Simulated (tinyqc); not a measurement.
Chemical-mechanical planarisation: Preston law, pattern density and step-height reduction: one step, computed by the program tinyqc. Command: `OMP_NUM_THREADS=1 python tinyqc.py 3007330 3007331 out.jsonl cmp walk`. One thread of a shared host (Intel(R) Xeon(R) Processor @ 2.30GHz), about 0.01 s of CPU time with the checks.

A row of 10 cells, repeated periodically, holds raised features that cover a share rho of each cell.

Problem. Effective density. The stiff pad averages the density: rho_eff(i) = sum_j w_ij rho_j / sum_j w_ij, w = exp(-2 d^2/L^2), L the planarisation length and d the distance between cell centres, summed over all periodic images of cell j.

Inputs (values chosen for the exercise, close to those used for copper polishing): cell size = 2.1 mm; planarisation length = 2.7 mm.

local pattern densities, cell by cell: 0.2  0.1  0.1  0.3  0.5  0.8  0.9  0.25  0.3  0.8

Give: normalised weights (images included) for cells 0, 1, 2, ... apart; effective densities.

Solution.

normalised weights (images included) for cells 0, 1, 2, ... apart: 0.62022  0.18497  0.00491  0.00001  0.00000  0.00000

effective densities: 0.29249  0.12292  0.13946  0.30148  0.51849  0.75784  0.75636  0.38488  0.38569  0.59039

Local densities span 0.1 to 0.9, effective ones 0.123 to 0.758.
